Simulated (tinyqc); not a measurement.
Molecular dynamics of a small cluster by velocity Verlet steps: one step, computed by the program tinyqc.

E = sum_(i<j) phi(r_ij), phi(r) = eps [exp(-2 alpha (r - r0)) - 2 exp(-alpha (r - r0))]; the force on i is -sum_j phi'(r_ij) (R_i - R_j)/r_ij.

Task: Step 1. Velocity Verlet: a = c F/M with c = 9.648533212e-3 angstrom/fs^2 per eV/(angstrom u); R(new) = R + v dt + a dt^2/2; v(new) = v + (a + a(new)) dt/2. Kinetic energy K = M v^2/(2c); temperature T = 2K/((3N - 3) k_B), rotation of the cluster included.

Inputs (values chosen for the exercise, for model atoms): length r0 = 2.72 angstrom; well depth eps = 0.31 eV; stiffness alpha = 1.83 1/angstrom; atomic mass M = 187 u; time step dt = 5.9 fs.

Potential: Morse. Thermostat: none.

starting positions (angstrom), rows atom 1, atom 2, atom 3, atom 4, atom 5, columns x, y, z:
$$\begin{pmatrix}
-0.01 & -0.01 & -0.03 \\
2.67 & -0.05 & -0.01 \\
1.38 & 2.37 & 0.03 \\
1.38 & 0.82 & 2.24 \\
1.37 & 0.76 & -2.26
\end{pmatrix}$$

starting velocities (angstrom/fs), rows atom 1, atom 2, atom 3, atom 4, atom 5, columns x, y, z:
$$\begin{pmatrix}
-0.00104 & -0.00103 & -0.00046 \\
0.00042 & 0.00075 & 0.00205 \\
0.0023 & 3e-05 & -0.00097 \\
-0.00051 & 0.00153 & 0.00021 \\
-0.00116 & -0.00128 & -0.00083
\end{pmatrix}$$

Constants: 1 eV/(angstrom u) = 9.648533212e-03 angstrom/fs^2; k_B = 8.617333262e-05 eV/K.

Give: positions after step 1; new forces; velocities after step 1; total energy.

Result:

positions after step 1 (angstrom), rows atom 1, atom 2, atom 3, atom 4, atom 5, columns x, y, z:
$$\begin{pmatrix}
-0.016 & -0.016 & -0.033 \\
2.673 & -0.046 & 0.002 \\
1.394 & 2.370 & 0.024 \\
1.377 & 0.829 & 2.241 \\
1.363 & 0.753 & -2.265
\end{pmatrix}$$

new forces (eV/angstrom), rows atom 1, atom 2, atom 3, atom 4, atom 5, columns x, y, z:
$$\begin{pmatrix}
0.0564 & 0.1284 & 0.0836 \\
0.0314 & 0.0394 & -0.0088 \\
-0.0363 & -0.1583 & -0.1502 \\
-0.0549 & -0.0718 & -0.1287 \\
0.0033 & 0.0623 & 0.2041
\end{pmatrix}$$

velocities after step 1 (angstrom/fs), rows atom 1, atom 2, atom 3, atom 4, atom 5, columns x, y, z:
$$\begin{pmatrix}
-0.001029 & -0.000995 & -0.000436 \\
0.000433 & 0.000763 & 0.002052 \\
0.002292 & -0.000017 & -0.001015 \\
-0.000525 & 0.001508 & 0.000171 \\
-0.001161 & -0.001260 & -0.000772
\end{pmatrix}$$

total energy = -2.607 eV
